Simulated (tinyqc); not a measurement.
# Shape of the distribution and failure rate

For F(t) = 1 - exp(-(t/t63)^beta): mean t63 Gamma(1 + 1/beta), median t63 (ln 2)^(1/beta), deviation t63 sqrt(Gamma(1 + 2/beta) - Gamma(1 + 1/beta)^2), failure rate (beta/t63)(t/t63)^(beta - 1).

Values chosen for this exercise:
- t63 = 390 s (characteristic time of a test capacitor)

Results:
```
beta  mean (s)  median (s)  deviation/mean  rate at 0.01 t63 (1/s)  rate at t63 (1/s)
0.5      780.0       187.4           2.236                 0.01282           0.001282
0.7      493.7       231.0           1.462                0.007146           0.001795
1        390.0       270.3           1.000                0.002564           0.002564
1.3      360.2       294.2          0.7757                8.373e-4           0.003333
1.7      348.0       314.4          0.6055                1.735e-4           0.004359
3        348.3       345.1          0.3634                7.692e-7           0.007692
4        353.5       355.9          0.2805                1.026e-8            0.01026
```

Estimate the missing row, beta = 2.2.

Computed row:
```
beta  mean (s)  median (s)  deviation/mean  rate at 0.01 t63 (1/s)  rate at t63 (1/s)
2.2      345.4       330.2          0.4798                2.246e-5           0.005641
```

With this row back in the table: The relative spread falls from 2.24 to 0.281. For beta < 1 the rate falls with time (early failures), at 1 it is constant, 0.00256 1/s, and above 1 it grows (wear-out): the early rate goes from 10.0 times the rate at t63 to 1.00e-6 times.

Program tinyqc, `OMP_NUM_THREADS=1 python tinyqc.py 2070069 2070070 out.jsonl`; Intel Xeon 2.30GHz, shared host, one thread, about 0.01 s.
